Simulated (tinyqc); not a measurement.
Worked calculation: CIS on RHF in the 3-21g basis, for H2, spin multiplicity 1. One step of it, computed by the program tinyqc.

Task: CIS triplet states. Diagonalise A (1 hartree = 27.211386 eV); each vector has its largest component positive (the first on a tie).

CIS matrix A, triplet (hartree):
```
          1>2       1>3       1>4
1>2  0.458868  0.000000  0.144286
1>3  0.000000  0.922776  0.000000
1>4  0.144286  0.000000  1.568142
```

Give: triplet excitation energies; lowest vectors.

Result:

triplet excitation energies (eV): 11.9841  25.1100  43.1737

lowest vectors:
```
     state 1  state 2  state 3
1>2   0.9919   0.0000   0.1269
1>3   0.0000   1.0000   0.0000
1>4  -0.1269   0.0000   0.9919
```
